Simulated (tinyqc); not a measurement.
# MOS capacitor on a p-type substrate, surface potential from the exact charge relation: effect of the relative permittivity of the gate insulator on threshold and swing

Uniform p-type substrate, Boltzmann statistics, full ionisation, classical densities. psi is the surface potential against the body (positive when the bands bend down) and u = psi/Vt. Traps are spread evenly over the gap and neutral at flat band, so their charge is -q Dit psi; the minority quasi-Fermi level is shifted by Vb.

ni = sqrt(Nc Nv) exp(-Eg/(2 Vt)), Eg in volts; phiF = Vt ln(N/ni); Cox = eps0 eox/tox; Vfb = phiM - chi - (Eg - Vt ln(Nv/N)) - q Nf/Cox; VT = Vfb + [(2 phiF + Vb)(1 + q Dit/Cox) + sqrt(2 eps0 eps_r q N (2 phiF + Vb))/Cox]. gamma = sqrt(2 eps0 eps_r q N)/Cox; Wm = sqrt(2 eps0 eps_r (2 phiF + Vb)/(q N)); m = 1 + (eps0 eps_r/Wm + q Dit)/Cox; swing m Vt ln 10; Cmin/Cox = 1/(1 + Cox Wm/(eps0 eps_r)).

Parameters, values chosen for the exercise; band and dielectric values close to those of 4H silicon carbide:
```
symbol    value         unit                                               meaning
T           293            K                                           temperature
Eg         3.25           eV                                              band gap
eps_r      9.57                                              relative permittivity
Nc      1.64e19        cm^-3                conduction-band density of states at T
Nv      2.44e19        cm^-3                   valence-band density of states at T
chi         3.6           eV                                     electron affinity
N        2.7e17        cm^-3                     acceptor density of the substrate
tox          15           nm                                   insulator thickness
phiM       4.84           eV                                    gate work function
Nf            0        cm^-2          fixed charge at the interface, in units of q
Dit      2.9e11  cm^-2 eV^-1                            density of interface traps
Vb            0            V  reverse bias of the inversion layer against the body
```

Constants: q = 1.602176634e-19 C, kB = 1.380649e-23 J/K, Vt = kB T/q, eps0 = 8.8541878128e-14 F/cm where lengths are in cm. Results are converted to the units shown.

The same in every row: Vfb (V) = -1.8963; 2 phiF (V) = 3.0326; Wm (nm) = 109.00.

Result of one run:
```
eox  gamma (V^0.5)  VT (V)       m  swing (mV/decade)  Cmin/Cox
9          0.50966  2.2891  1.2338             71.730   0.12765
```

What becomes of these results when the relative permittivity of the gate insulator eox is changed from 9 to 15, all else the same?

Result of the changed run:
```
eox  gamma (V^0.5)  VT (V)       m  swing (mV/decade)  Cmin/Cox
15         0.30580  1.8280  1.1403             66.293  0.080714
```

The whole series:
```
eox  gamma (V^0.5)  VT (V)       m  swing (mV/decade)  Cmin/Cox
3.9         1.1761  3.7966  1.5395             89.504   0.25244
5          0.91739  3.2113  1.4208             82.603   0.20849
7.5        0.61159  2.5196  1.2806             74.448   0.14937
9          0.50966  2.2891  1.2338             71.730   0.12765
15         0.30580  1.8280  1.1403             66.293  0.080714
22         0.20850  1.6079  1.0956             63.698  0.056483
30         0.15290  1.4821  1.0701             62.215  0.042054
```

As eox goes from 3.9 to 30, VT falls from 3.80 to 1.48 V, the swing falls from 89.5 to 62.2 mV/decade and Cmin/Cox falls from 0.252 to 0.0421. Vfb does not move. m - 1 goes as eox^(-1.00), that is as 1/Cox.

tinyqc, about 0.01 s, one thread, Intel Xeon 2.30GHz (shared host): `OMP_NUM_THREADS=1 python tinyqc.py 2060107 2060108 out.jsonl`
